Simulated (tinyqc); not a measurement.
Lattice sites along [110]: pair of shallow donors (hydrogen-like orbitals).

Each donor has the orbital exp(-r/a); energy unit Ha* = q/(eps a), q = e^2/(4 pi eps0), so that a lone donor is bound by Ha*/2; x = R/a. One electron: S = (1 + x + x^2/3) exp(-x), j = 1/x - (1 + 1/x) exp(-2x), k = (1 + x) exp(-x); levels E(+/-) = -1/2 - (j +/- k)/(1 +/- S) in Ha*, without the repulsion of the ions, split by D = |E(-) - E(+)|. In six valleys the overlaps S and k are multiplied by v = [cos(K Rx) + cos(K Ry) + cos(K Rz)]/3, K = k0 (2 pi/a_lat), for isotropic envelopes and the symmetric valley state.

Two electrons, Heitler-London: with S' = (1 - x + x^2/3) exp(x), C = 1/x - exp(-2x)(1/x + 11/8 + 3x/4 + x^2/6), X = (1/5){exp(-2x)(25/8 - 23x/4 - 3x^2 - x^3/3) + (6/x)[S^2 (0.5772157 + ln x) + S'^2 Ei(-4x) - 2 S S' Ei(-2x)]}, Q = C - 2j + 1/x and A = X - 2 S k + S^2/x, the singlet and triplet lie at (Q +/- w A)/(1 +/- w S^2) from two lone donors, with the valley weight w = v^2; the exchange is J = triplet - singlet.

Constants: e^2/(4 pi eps0) = 14.39964547 eV angstrom.

Values chosen for the exercise (near those of two donors in Si; the results hold for these values, not for the real material):
```
symbol  value                                                                                                                                         unit        meaning
a       20                                                                                                                                            angstrom    orbital radius
eps     11.2                                                                                                                                                      dielectric constant
a_lat   5.431                                                                                                                                         angstrom    lattice constant
k0      0.856                                                                                                                                         2 pi/a_lat  valley position
sites   ((7.5, 7.5, 0), (8, 8, 0), (8.5, 8.5, 0), (9, 9, 0), (9.5, 9.5, 0), (10, 10, 0), (10.5, 10.5, 0), (11, 11, 0), (11.5, 11.5, 0), (12, 12, 0))  a_lat       positions of the second donor
```

D and J for each site, and for v = 1.

Results:
```
site             R (angstrom)       v  D (meV)  J (micro-eV)  J for v = 1
(7.5, 7.5, 0)            57.6  -0.251     2.92           366     5.92e+03
(8, 8, 0)                61.4   0.718     7.91      2.37e+03     4.63e+03
(8.5, 8.5, 0)            65.3   0.225     2.09           181     3.60e+03
(9, 9, 0)                69.1   0.143     1.18          56.8     2.78e+03
(9.5, 9.5, 0)            73.0   0.784     5.88      1.30e+03     2.13e+03
(10, 10, 0)              76.8  -0.287     1.83           133     1.62e+03
(10.5, 10.5, 0)          80.6   0.998     5.76      1.23e+03     1.23e+03
(11, 11, 0)              84.5  -0.243     1.18          54.7          929
(11.5, 11.5, 0)          88.3   0.705     3.01           347          698
(12, 12, 0)              92.2   0.241    0.885          30.5          522
```

Over these sites the envelope alone changes J by a factor 11.3, and the valley factor v^2 by 48.5; J runs from 30.5 at (12, 12, 0) to 2.37e+03 micro-eV at (8, 8, 0). Along [110] only two valleys keep their phase, so v = (1 + 2 cos)/3 can pass through zero. J does not fall steadily with distance.

Computed by tinyqc, a small Python program: `OMP_NUM_THREADS=1 python tinyqc.py 1252085 1252086 out.jsonl` (the numbers bound the seed that draws the inputs); one thread of a shared host (Intel(R) Xeon(R) Processor @ 2.30GHz), about 0.01 s for the whole set of steps.
